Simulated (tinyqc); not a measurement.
What each parameter of the potential does: deformation potentials from a strained empirical pseudopotential.

Diamond lattice, no spin-orbit coupling. Atomic form factor V(q) = a1 (q^2 - a2)/(a3 exp(a4 q^2) - 1) in rydberg with q in 1/bohr, for the unstrained cell. Under a strain e the reciprocal vectors and k go over into (1 + e)^(-1) G, the atoms sit at +/- tau with tau = (1 + e) a (1,1,1)/8 - zeta a (eyz, ezx, exy)/4, and H(G,G') = c |k + G|^2 delta + (V(q)/det(1 + e)) cos(q.tau), q = G - G', with the term q = 0 left out; c = hbar^2/2m0. The basis is fixed before straining: all G with |k + G|^2 up to 16 (2 pi/a)^2. k is given in units of 2 pi/a of the unstrained cell.

Constants: hbar^2/2m0 = 3.80998211 eV angstrom^2; Ry = 13.60569312 eV; a0 (Bohr radius) = 0.5291772105 angstrom.

Parameters, chosen for this exercise (near those of Si; the results hold for these values, not for the real material):
- a = 5.427 angstrom (lattice constant)
- a1 = 0.543
- a2 = 2.168
- a3 = 2.077
- a4 = 0.481
- kD = 0.82 2 pi/a (position of the Delta minimum)

Gaps from the valence top to level 8 at Gamma and level 5 at (kD,0,0) and L, and their deformation potentials [E(+h) - E(-h)]/(3 ln((1 + h)/(1 - h))) for e = +/- h 1, h = 0.002. The row for the lattice constant keeps V(q) without the volume factor, so it is not a strain.

One parameter was then changed.

Results before and after:
```
case     Gamma (eV)  Delta (eV)  L (eV)  potential Gamma (eV)  potential Delta (eV)  potential L (eV)
base          4.364       1.133   2.108                 -8.95                  2.60             -1.99
changed       4.416       1.228   2.175                 -9.04                  2.61             -1.99
```

Which of these changes was made? (a) a1 = 0.538; (b) a = 5.481 angstrom; (c) a3 = 2.056; (d) a2 = 2.146; (e) a4 = 0.486.

Answer: (c) a3 = 2.056. Of the candidates, run in turn, only this one gives the changed row.

All candidates:
```
case                Gamma (eV)  Delta (eV)  L (eV)  potential Gamma (eV)  potential Delta (eV)  potential L (eV)
base                     4.364       1.133   2.108                 -8.95                  2.60             -1.99
a = 5.481 angstrom       4.234       1.422   2.207                 -9.24                  2.29             -2.18
a1 = 0.538               4.320       1.066   2.059                 -8.87                  2.61             -1.98
a2 = 2.146               4.476       1.057   2.110                 -8.87                  2.66             -1.95
a3 = 2.056               4.416       1.228   2.175                 -9.04                  2.61             -1.99
a4 = 0.486               4.268       1.046   2.032                 -8.78                  2.68             -1.91
```

tinyqc: `OMP_NUM_THREADS=1 python tinyqc.py 1851018 1851019 out.jsonl`; about 0.2 s, one thread, shared Intel(R) Xeon(R) Processor @ 2.30GHz.
